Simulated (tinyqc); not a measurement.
# Semiconductor laser, carrier and photon rate equations: several studies

Carrier density N and photon density S in one mode: dN/dt = F1 = eta I/(q V) - (A N + B N^2 + C N^3) - vg g S; dS/dt = F2 = G vg g S + G be B N^2 - S/tp, with g = g0 ln(N/Ntr)/(1 + ec S). Output power P = Fo Eph S V/(G tp). No heating, no carrier transport.

Values chosen for this exercise: active volume V = 2.4e-11 cm^3; confinement factor G = 0.066; group velocity vg = 7.9e9 cm/s; gain coefficient g0 = 2500 1/cm; transparency density Ntr = 1.6e18 cm^-3; gain compression ec = 3.6e-17 cm^3; photon lifetime tp = 1.9 ps; defect recombination coefficient A = 4e7 1/s; radiative coefficient B = 9.7e-11 cm^3/s; Auger coefficient C = 5e-29 cm^6/s; share of spontaneous emission into the mode be = 4.3e-5; injection efficiency eta = 0.77; share of cavity losses that is output Fo = 0.42; photon energy Eph = 1.27 eV; drive current I = 20 mA.

Constants: q = 1.602176634e-19 C. Results are converted to the units shown.

Each table varies one quantity; the others keep the values above.

## Effect of the gain compression on threshold and bandwidth

gth = 1/(G vg tp), Nth = Ntr exp(gth/g0), Ith = q V (A Nth + B Nth^2 + C Nth^3)/eta. N and S are the steady state (F1 = F2 = 0, S > 0). Jacobian, with a = g0/(N (1 + ec S)) and d = g/(1 + ec S): J11 = -(A + 2 B N + 3 C N^2) - vg a S, J12 = -vg d, J21 = G vg a S + 2 G be B N, J22 = G vg d - 1/tp. wR^2 = det J, gamma = -trace J, fR = wR/(2 pi); the response wR^2/(wR^2 - w^2 + i gamma w) falls to 1/sqrt(2) at w^2 = x + sqrt(x^2 + wR^4), x = wR^2 - gamma^2/2 (f3dB = w/(2 pi)).

The same in every row: Ith (mA) = 6.6935.

Effect of the gain compression on threshold and bandwidth:
```
ec (cm^3)  P (mW)  fR (GHz)  gamma (1/ns)  f3dB (GHz)
1e-18      5.4644    6.0584        4.2994      9.3922
2.2e-18    5.4633    6.0567        4.5083      9.3874
4.6e-18    5.4611    6.0533        4.9255      9.3776
1e-17      5.4562    6.0457        5.8605      9.3541
2.2e-17    5.4454    6.0289        7.9204      9.2950
4.6e-17    5.4236    5.9958        11.968      9.1494
1e-16      5.3747    5.9241        20.733      8.6945
```

What does the table show?

As ec goes from 1e-18 to 1e-16 cm^3, Ith stays at 6.69 mA, fR falls from 6.06 to 5.92 GHz, gamma rises from 4.30 to 20.7 1/ns and f3dB falls from 9.39 to 8.69 GHz.

## Effect of the gain coefficient on threshold and bandwidth

Same model as above.

Effect of the gain coefficient on threshold and bandwidth:
```
g0 (1/cm)  Ith (mA)  P (mW)  fR (GHz)  gamma (1/ns)  f3dB (GHz)
1700          10.72   3.758     3.771         7.255       5.762
2100          8.085   4.851     5.018         8.998       7.684
2800          6.025   5.713     6.659         11.13       10.22
3500          5.064   6.115     7.978         12.90       12.25
4500          4.347   6.416     9.563         15.21       14.69
5800          3.861   6.619     11.31         18.09       17.36
7500          3.520   6.762     13.25         21.78       20.34
```

As g0 goes from 1700 to 7500 1/cm, Ith falls from 10.7 to 3.52 mA, fR rises from 3.77 to 13.3 GHz, gamma rises from 7.26 to 21.8 1/ns and f3dB rises from 5.76 to 20.3 GHz.

## Modulation bandwidth against current

Same model as above.

The same in every row: Ith (mA) = 6.694.

Modulation bandwidth against current:
```
I (mA)  P (mW)  fR (GHz)  gamma (1/ns)  f3dB (GHz)
8.7     0.8194     2.351         2.758       3.630
13       2.575     4.155         5.634       6.403
19       5.024     5.783         9.631       8.873
28       8.699     7.567         15.54       11.53
42       14.41     9.656         24.53       14.57
62       22.58     11.94         36.95       17.75
92       34.82     14.56         54.71       21.18
140      54.41     17.70         81.09       24.87
200      78.88     20.59         111.0       27.74
```

What does the table show?

As I goes from 8.7 to 200 mA, fR rises from 2.35 to 20.6 GHz, gamma rises from 2.76 to 111 1/ns and f3dB rises from 3.63 to 27.7 GHz. Against I - Ith, fR goes with exponent 0.50 at the start and 0.41 at the end (1/2 without compression). The slope of gamma against fR^2 between the third and fourth rows, the K factor, is 0.248 ns. For I = 92 to 200 mA the current exceeds 12 Ith, where heating, left out here, usually rolls the output over.

Numbers from tinyqc (`OMP_NUM_THREADS=1 python tinyqc.py 2840038 2840039 out.jsonl`; about 0.01 s on one thread of a shared Intel Xeon 2.30GHz).
